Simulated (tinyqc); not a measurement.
Growth of a silicide layer between metal and silicon: linear-parabolic kinetics, ramp anneals and Kissinger analysis: one step, computed by the program tinyqc. Command: `OMP_NUM_THREADS=1 python tinyqc.py 3007458 3007459 out.jsonl silicide walk`. One thread of a shared host (Intel(R) Xeon(R) Processor @ 2.30GHz), about 0.1 s of CPU time with the checks.

One compound layer of thickness x grows by diffusion through itself and reaction at an interface, dx/dt = 1/(2x/K + 1/v), until the metal is used up at x = a h.

Problem. Geometry at full reaction. Silicon consumed b h, sheet resistance rho/(final thickness) with 1 micro-ohm cm/nm = 10 ohm; margin to the junction x_j - b h.

Inputs (values chosen for the exercise, modelled on CoSi):
```
quantity                                value          unit
metal thickness h                          53            nm
silicon consumed per metal thickness b   1.82             -
silicide resistivity                      120  micro-ohm cm
junction depth x_j                         18            nm
```

final thickness = 107.06 nm

Give: silicon consumed; sheet resistance; margin to the junction.

Solution.

silicon consumed = 96.46 nm

sheet resistance = 11.21 ohm/square

margin to the junction = -78.46 nm

The silicide would punch through the junction.
